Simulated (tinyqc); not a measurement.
Composition from the perpendicular lattice constant.

Question. The layer is x parts of the first compound and 1 - x of the second, grown coherently on the third as substrate and barrier. Rows of the table: lattice constant a, average valence level Ea on an absolute scale, spin-orbit splitting so, gaps at Gamma, X and L, hydrostatic deformation potentials av and ac (Gamma), shear potential b, elastic constants, electron and heavy-hole (along z) masses. All are interpolated linearly in x; gaps get -C x (1 - x), taken wholly in the conduction band; real line-ups can differ from this model by 0.1 eV or more. In-plane strain e = (a_substrate - a)/a, e_z = -2 (c12/c11) e, volume change 2 e + e_z. X-ray diffraction gives a_z = a (1 + e_z) of the coherent layer. Find x, e and the relaxed Gamma gap.

Inputs (values chosen for the exercise): bowing of the Gamma gap CG = 0.477 eV; bowing of the X gap CX = 1.4 eV; bowing of the L gap CL = 0.33 eV.

Binary compounds, values chosen for the exercise:

|  | close to InAs | close to GaAs | close to InP |
|---|---|---|---|
| a (angstrom) | 6.058 | 5.653 | 5.869 |
| Ea (eV) | -6.67 | -6.92 | -7.04 |
| so (eV) | 0.384 | 0.344 | 0.111 |
| EG (eV) | 0.353 | 1.41 | 1.34 |
| EX (eV) | 1.35 | 1.89 | 2.21 |
| EL (eV) | 1.08 | 1.69 | 1.94 |
| av (eV) | 0.995 | 1.16 | 1.26 |
| ac (eV) | -5.01 | -7.27 | -5 |
| b (eV) | -1.78 | -1.71 | -1.69 |
| c11 (GPa) | 82.7 | 117 | 100 |
| c12 (GPa) | 45.4 | 53.3 | 56.4 |
| me (m0) | 0.0232 | 0.0679 | 0.0805 |
| mh (m0) | 0.331 | 0.352 | 0.522 |

lattice constant along the growth direction = 5.93959231 angstrom

Solution. a_z changes steadily with x, about (1 + 2 c12/c11) times as fast as the relaxed lattice constant, so one composition matches.

x = 0.6200
e = -0.5945 %
relaxed Gamma gap = 0.6423 eV

Numbers from tinyqc (`OMP_NUM_THREADS=1 python tinyqc.py 2690011 2690012 out.jsonl`; about 0.01 s on one thread of a shared Intel Xeon 2.30GHz).
